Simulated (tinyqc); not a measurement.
UHF in the 6-31g basis, for H2, spin multiplicity 3, step by step (part 2 of 2). Computed by tinyqc, a small Python program that keeps every step (integrals from PySCF). Command: `OMP_NUM_THREADS=1 python tinyqc.py 20990 20991 out.jsonl` (the two numbers bound the seeds that draw the settings). One thread of a shared host (Intel(R) Xeon(R) Processor @ 2.60GHz), about 0.1 s of CPU time with the checks.

Geometry (angstrom):
```
atom         x         y         z
H     0.000000  0.000000  0.000000
H     0.000000  0.000000  1.197000
```

## Iteration 11 (converged): orbitals

converged F(alpha) (hartree):
```
           1H 1s      1H 2s      2H 1s      2H 2s
1H 1s  -0.221135  -0.607880  -0.259514  -0.372862
1H 2s  -0.607880  -0.449572  -0.372862  -0.386103
2H 1s  -0.259514  -0.372862  -0.221135  -0.607880
2H 2s  -0.372862  -0.386103  -0.607880  -0.449572
```

converged F(beta) (hartree):
```
           1H 1s      1H 2s      2H 1s      2H 2s
1H 1s   0.492437  -0.059259  -0.115534  -0.090813
1H 2s  -0.059259   0.064938  -0.090813  -0.021156
2H 1s  -0.115534  -0.090813   0.492437  -0.059259
2H 2s  -0.090813  -0.021156  -0.059259   0.064938
```

X:
```
               1          2          3         4
1H 1s  -0.716603   0.910013   0.634758  0.277587
1H 2s   1.489289  -0.704534   0.305427  0.358546
2H 1s   0.716603   0.910013  -0.634758  0.277587
2H 2s  -1.489289  -0.704534  -0.305427  0.358546
```

Diagonalise F' = X^T F X, C = X C', fill 2 alpha and 0 beta electrons from the bottom; D(s) = C_occ C_occ^T. Each column has its largest component positive (the first on a tie).

F' = X^T F X (alpha) (hartree):
```
           1          2          3          4
1   0.761144   0.000000  -0.434122   0.000000
2   0.000000   0.889473   0.000000  -0.077025
3  -0.434122   0.000000  -0.163169   0.000000
4   0.000000  -0.077025   0.000000  -0.679376
```

orbital energies (alpha) (hartree): MO1 -0.683149, MO2 -0.335086, MO3 0.893246, MO4 0.933062

coefficients C (alpha):
```
            MO1        MO2        MO3        MO4
1H 1s  0.321773   0.326317   0.895343  -0.899974
1H 2s  0.323650   0.832316  -0.721230   1.272210
2H 1s  0.321773  -0.326317   0.895343   0.899974
2H 2s  0.323650  -0.832316  -0.721230  -1.272210
```

F' = X^T F X (beta) (hartree):
```
           1         2          3         4
1   0.871617  0.000000  -0.428925  0.000000
2   0.000000  1.052571   0.000000  0.129065
3  -0.428925  0.000000   0.530457  0.000000
4   0.000000  0.129065   0.000000  0.009596
```

orbital energies (beta) (hartree): MO1 -0.006138, MO2 0.239438, MO3 1.068305, MO4 1.162636

coefficients C (beta):
```
            MO1        MO2        MO3        MO4
1H 1s  0.165424   0.122929   0.936916  -0.949381
1H 2s  0.441168   1.088909  -0.655968   1.060917
2H 1s  0.165424  -0.122929   0.936916   0.949381
2H 2s  0.441168  -1.088909  -0.655968  -1.060917
```

D(alpha) after iteration 11:
```
           1H 1s      1H 2s      2H 1s      2H 2s
1H 1s   0.210021   0.375741  -0.002945  -0.167458
1H 2s   0.375741   0.797500  -0.167458  -0.588001
2H 1s  -0.002945  -0.167458   0.210021   0.375741
2H 2s  -0.167458  -0.588001   0.375741   0.797500
```

D(beta) after iteration 11:
```
          1H 1s     1H 2s     2H 1s     2H 2s
1H 1s  0.000000  0.000000  0.000000  0.000000
1H 2s  0.000000  0.000000  0.000000  0.000000
2H 1s  0.000000  0.000000  0.000000  0.000000
2H 2s  0.000000  0.000000  0.000000  0.000000
```

## Convergence

Stop when the energy changes by less than 1e-10 hartree and every element of the error matrix X^T (F D S - S D F) X (for each spin) is below 3e-06.

Course of the cycle:
```
iteration  E (hartree)     change  largest element of the error matrix
1           1.00960954          -                             5.20e-02
2          -0.91168049  -1.92e+00                             5.21e-02
3          -0.91448929  -2.81e-03                             1.50e-02
4          -0.91472779  -2.39e-04                             4.33e-03
5          -0.91474857  -2.08e-05                             1.26e-03
6          -0.91475042  -1.84e-06                             3.72e-04
7          -0.91475058  -1.65e-07                             1.10e-04
8          -0.91475060  -1.49e-08                             3.26e-05
9          -0.91475060  -1.35e-09                             9.71e-06
10         -0.91475060  -1.23e-10                             2.90e-06
11         -0.91475060  -1.12e-11                             8.69e-07
```

PySCF UHF in the same basis, after a stability check = -0.91475060 hartree

Converged in 11 iterations.

## Populations, bond orders and dipole

overlap S:
```
          1H 1s     1H 2s     2H 1s     2H 2s
1H 1s  1.000000  0.658292  0.147372  0.336110
1H 2s  0.658292  1.000000  0.336110  0.661926
2H 1s  0.147372  0.336110  1.000000  0.658292
2H 2s  0.336110  0.661926  0.658292  1.000000
```

Mulliken: Z minus the diagonal of D S on the atom; Loewdin: the same with S^(1/2) D S^(1/2); Mayer order: 2 sum_s sum (D(s) S)_ij (D(s) S)_ji over the two atoms.

Charges (e):
```
atom  Mulliken  Loewdin  Mulliken spin
1H           0        0       1.000000
2H           0        0       1.000000
```

Mayer bond orders:
```
pair      order
2-1   -0.130816
```

dipole moment about the origin, x y z (debye): 0.000000  0.000000  0.000000

<S^2> of the determinant (pure state: 2) = 2.000000
